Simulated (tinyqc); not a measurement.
# Which input was changed?

Model: mobility of a non-polar semiconductor in the relaxation-time approximation. Computed by tinyqc, a small Python program. Command: `OMP_NUM_THREADS=1 python tinyqc.py 3025959 3025960 out.jsonl rta which`. One thread of a shared host (Intel(R) Xeon(R) Processor @ 2.30GHz), about 0.1 s of CPU time with the checks.

Each valley is treated as a sphere of mass m_d for states and rates, with one isotropic relaxation time; the conductivity mass m_c sets the current.

Inputs (values chosen for the exercise, for a model non-polar semiconductor): longitudinal mass m_l = 0.2 m_0; transverse mass m_t = 0.11 m_0; equivalent valleys Z = 6; non-parabolicity alpha = 0.23 1/eV; static permittivity eps_s = 11.6; density rho = 3490 kg/m^3; sound velocity v_l = 6390 m/s; acoustic deformation potential D_A = 12 eV; phonon energy hbar w = 82.9 meV; optical or intervalley deformation potential D_o = 4.1 1e8 eV/cm; final valleys Z_f = 5; carrier density n = 3.4e+18 1/cm^3; compensation ratio C = 0.68; temperature T = 500 K.

Band: Kane. Impurity formula: Conwell-Weisskopf. Further scattering: none.

Constants: k_B = 8.617333262e-05 eV/K; m_0 = 9.1093837015e-31 kg; e = 1.602176634e-19 C; hbar = 1.054571817e-34 J s; eps_0 = 8.8541878128e-12 F/m; k_B = 1.380649e-23 J/K; hbar = 6.582119569e-16 eV s.

Method:
- m_d = (m_l m_t^2)^(1/3); 1/m_c = (1/m_l + 2/m_t)/3; Hall mass factor A = 3 K_m (K_m + 2)/(2 K_m + 1)^2, K_m = m_l/m_t; N_I = n (1 + C)/(1 - C).
- Kane band: hbar^2 k^2/(2 m) = E (1 + alpha E), speed v = hbar k/(m (1 + 2 alpha E)), states per spin, volume and energy g(E) = m k (1 + 2 alpha E)/(2 pi^2 hbar^2); overlap factors are set to 1. Here m = m_d. Masses are multiplied by m_0 and all formulas are in SI units.
- The reduced Fermi level eta = E_F/(k_B T) solves n = 2 Z int g f dE with f = 1/(1 + exp(x - eta)) (Z = 1 unless valleys are given); screening length L_s = sqrt(eps_s eps_0 k_B T/(e^2 dn/deta)), dn/deta = 2 Z int g f (1 - f) dE.
- Integrals over x = E/(k_B T) use 160 Gauss-Legendre points in u = sqrt(x) from 0 to sqrt(max(eta, 0) + 32).
- Phonon occupation N_q = 1/(exp(hbar w/(k_B T)) - 1).
- Acoustic deformation potential (elastic, equipartition, absorption and emission together): 1/tau = 2 pi k_B T D_A^2 g(E)/(hbar rho v_l^2).
- Optical or intervalley deformation potential: 1/tau = (pi Z_f D_o^2/(rho w)) [N_q g(E + hbar w) + (N_q + 1) g(E - hbar w)], with g = 0 below the band edge.
- Each optical term is multiplied by (1 - f(E'))/(1 - f(E)), E' the final energy, for Pauli blocking.
- Singly charged impurities, momentum relaxation: 1/tau = N_I e^4 m (1 + 2 alpha E) Phi/(8 pi (eps_s eps_0)^2 hbar^3 k^3), with alpha = 0 for a parabolic band.
- Conwell-Weisskopf: Phi = ln(1 + y^2), y = 4 pi eps_s eps_0 E N_I^(-1/3)/e^2 (largest impact parameter N_I^(-1/3)/2).
- mu = (m_d/m_c) (2 Z e/(3 n k_B T)) int g v^2 tau f (1 - f) dE.
- Averages over x are split at the emission threshold x_0 = hbar w/(k_B T): 64 Gauss-Legendre points in sqrt(x) below it and 128 in sqrt(x - x_0) above it, up to x = max(eta, 0) + 32.
- Rates are added at each energy before the average. With <y> = int g v^2 y f (1 - f) dE: Hall factor r_H = A (3 n k_B T/(2 Z m_d)) <tau^2/(1 + 2 alpha E)>/<tau>^2 (alpha = 0 for a parabolic band); Hall mobility r_H mu; |S| = (k_B/e) (<x tau>/<tau> - eta); resistivity 1/(n e mu).

Problem. One of these inputs alone was changed, within the range given: transverse mass m_t (0.055 to 0.22); acoustic deformation potential D_A (6 to 24); optical or intervalley deformation potential D_o (2.05 to 8.2); non-parabolicity alpha (0.115 to 0.46). Which one, and to what value?

Results:
```
run     acoustic mobility (cm^2/(V s))  resistivity (ohm cm)  ionised impurity mobility (cm^2/(V s))
before                        3889.017           0.007480006                                279.4490
after                         3263.321           0.007622039                                279.4490
```

Solution.

Each candidate set to reproduce acoustic mobility, and what it then gives:
```
candidate                                                     range searched  value needed  resistivity (ohm cm)  ionised impurity mobility (cm^2/(V s))
transverse mass m_t (m_0)                                      0.055 to 0.22        0.1216             0.0079581                                  266.78
acoustic deformation potential D_A (eV)                              6 to 24         13.10             0.0076220                                  279.45
optical or intervalley deformation potential D_o (1e8 eV/cm)     2.05 to 8.2     no effect                     -                                       -
non-parabolicity alpha (1/eV)                                  0.115 to 0.46  out of reach                     -                                       -
```

Only acoustic deformation potential D_A fits every result: it went from 12 to 13.1 eV. The next best candidate, transverse mass m_t, misses one result by 4.5 %.

Caution: above a few 1e18 per cm^3 the Born approximation, static screening and an unperturbed band are rough; measured mobilities are usually lower.
